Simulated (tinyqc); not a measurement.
Programming of a floating-gate cell by Fowler-Nordheim tunnelling: programming by a staircase of pulses.

Per tunnel area the floating gate has Ctun = 3.9 eps0/tox to the channel (0 V) and Ccg to the control gate, Ct = Ctun/(1 - ag), no other coupling. With the threshold shift U = -Q/Ccg the field is F = ag (Vg - U)/tox, and dU/dt = J/Ccg. Fowler-Nordheim: J = A F^2 exp(-B/F), A = q^2/(16 pi^2 hbar mo phi) (times 1e14 for A/cm^2 with F in V/nm, emitter mass m0), B = (4/3) sqrt(mo/C) phi^1.5, C = hbar^2/(2 m0).

Pulse i = 1, 2, ... has the height 8.4 V + (i - 1) 0.4 V and lasts 1000 us; each starts from the U that the last one left. Exact: exp(B/F(t)) = exp(B/F(0)) + K t, K = A B ag/(Ccg tox), and U = Vg - tox F/ag.

Parameters, values chosen for the exercise; oxide values close to those of silicon dioxide: tunnel barrier phi = 3.18 eV; tunnelling mass mo = 0.5 m0; tunnel oxide thickness tox = 6.5 nm; coupling ratio Ccg/Ct ag = 0.6; threshold shift at the start Vt0 = -1.7 V.

Constants: q = 1.602176634e-19 C, hbar = 1.054571817e-34 J s, m0 = 9.1093837015e-31 kg, eps0 = 8.8541878128e-14 F/cm where lengths are in cm, hbar^2/(2 m0) = 0.0380998212 eV nm^2. Results are converted to the units shown.

Result of one run:
```
last pulse (V)	U (V)	gain of the last pulse (V)	F at its end (V/nm)
9.2000	-1.5010	0.12762	0.98779
```

Which number of pulses N gave this result: 3, 6, 8, 14 or 18?

N = 3.

The whole series:
```
N	last pulse (V)	U (V)	gain of the last pulse (V)	F at its end (V/nm)
1	8.4000	-1.6821	0.017897	0.93066
2	8.8000	-1.6286	0.053477	0.96264
3	9.2000	-1.5010	0.12762	0.98779
4	9.6000	-1.2717	0.22927	1.0035
6	10.400	-0.59130	0.36476	1.0146
8	11.200	0.19017	0.39500	1.0163
11	12.400	1.3874	0.39976	1.0165
14	13.600	2.5873	0.39999	1.0166
18	15.200	4.1873	0.40000	1.0166
```

The gain of a pulse rises from 0.0179 to 0.400 V and settles at the step of 0.4 V: the field at the end of a pulse becomes steady, 1.02 V/nm, so U follows the gate one to one whatever it started from. It is within 5 % of the step from pulse 8 on among the rows. For N = 4, 6, 8, 11, 14, 18 the field stays above 10 MV/cm, which wears the oxide.

Range of the model: Programming fields of 10 MV/cm and more wear the oxide; trapping and the channel potential are ignored.

Program tinyqc, `OMP_NUM_THREADS=1 python tinyqc.py 2130111 2130112 out.jsonl`; Intel Xeon 2.30GHz, shared host, one thread, about 0.01 s.
